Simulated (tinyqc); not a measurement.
# Schottky barrier on an n-type semiconductor, non-linear Poisson equation by Newton steps: Capacitance-voltage profiling

One dimension, metal at x = 0, donor density C(x) = Nd, uniform. Energies are counted from the electron Fermi level of the semiconductor and the conduction-band edge is Ec = -psi, so n = Nc exp(psi/Vt); holes follow the Fermi level of the metal, at -V, so p = Nv exp((V - psi - Eg)/Vt). Ends: psi(0) = V - phiB and psi = Vt ln(Nd/Nc) deep inside. Boltzmann statistics, full ionisation, no current, no image force in the Poisson equation.

The Poisson equation d/dx(eps0 eps_r dpsi/dx) = -q (p - n + C) is solved on a mesh of about 1000 nodes or more that ends in neutral material. C_s = q d/dV of the integral of n over x, from the linearised equation. Probed depth w = eps0 eps_r/C_s; apparent doping N_app = C_s^3/(q eps0 eps_r dC_s/dV), the derivative by central differences over +/- 0.02 V.

Values chosen for this exercise; band and dielectric values close to those of silicon: temperature T = 450 K; band gap Eg = 1.11 eV; relative permittivity eps_r = 11.5; conduction-band density of states at T Nc = 5.05e19 cm^-3; valence-band density of states at T Nv = 4.79e19 cm^-3; donor density deep in the semiconductor Nd = 1.9e17 cm^-3; barrier height phiB = 0.78 eV.

Constants: q = 1.602176634e-19 C, kB = 1.380649e-23 J/K, Vt = kB T/q, eps0 = 8.8541878128e-14 F/cm where lengths are in cm. Results are converted to the units shown.

The same in every row: true C(w) (cm^-3) = 1.900e17.

Capacitance-voltage profiling:
```
V (V)  C_s (nF/cm^2)  w (nm)  N_app (cm^-3)  |E_0| (kV/cm)
0              171.9   59.23       1.897e17          177.5
-0.8           108.2   94.14       1.900e17          281.7
-1.6           85.41   119.2       1.900e17          356.6
-2.4           72.79   139.9       1.900e17          418.3
-3.2           64.51   157.9       1.900e17          472.0
-4             58.53   174.0       1.900e17          520.3
-4.8           53.95   188.7       1.900e17          564.4
-5.6           50.30   202.4       1.900e17          605.3
-6.4           47.31   215.2       1.900e17          643.6
-7.2           44.79   227.3       1.900e17          679.7
-8             42.64   238.8       1.900e17          714.0
```

What does the table show?

C_s falls from 172 to 42.6 nF/cm^2 while the probed depth goes from 59.2 to 239 nm. The apparent doping stays near 1.90e17 cm^-3. It departs most from the true doping at that depth for V = 0 V, where it is 0.17 % below it; so the doping is read well over the depths probed. For V = -5.6, -6.4, -7.2, -8 the field at the metal is high enough for tunnelling or breakdown, which would limit the profiling.

Numbers from tinyqc (`OMP_NUM_THREADS=1 python tinyqc.py 2020123 2020124 out.jsonl`; about 0.05 s on one thread of a shared Intel Xeon 2.30GHz).
